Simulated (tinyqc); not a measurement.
# Coupling ratio and rate constant from the late transient

Inverse problem. Long after the knee a floating-gate cell follows U = Vg - (tox/ag) B/ln(K t). Find K and ag.

Parameters, values chosen for the exercise:
- tox = 7.7 nm (tunnel oxide thickness)
- Vg = 10.9 V (control-gate voltage)

U at t = 0.006 and 0.6 s (V): [1.1361572, 2.5118277]
B = 24.212385 V/nm

Solution. 1/(Vg - U) is linear in ln t; the ratio of the two values gives ln(K t_a), and either value gives ag.

K = 2.611e14 1/s
ag = 0.6800

tinyqc, about 0.02 s, one thread, Intel Xeon 2.30GHz (shared host): `OMP_NUM_THREADS=1 python tinyqc.py 2130174 2130175 out.jsonl`
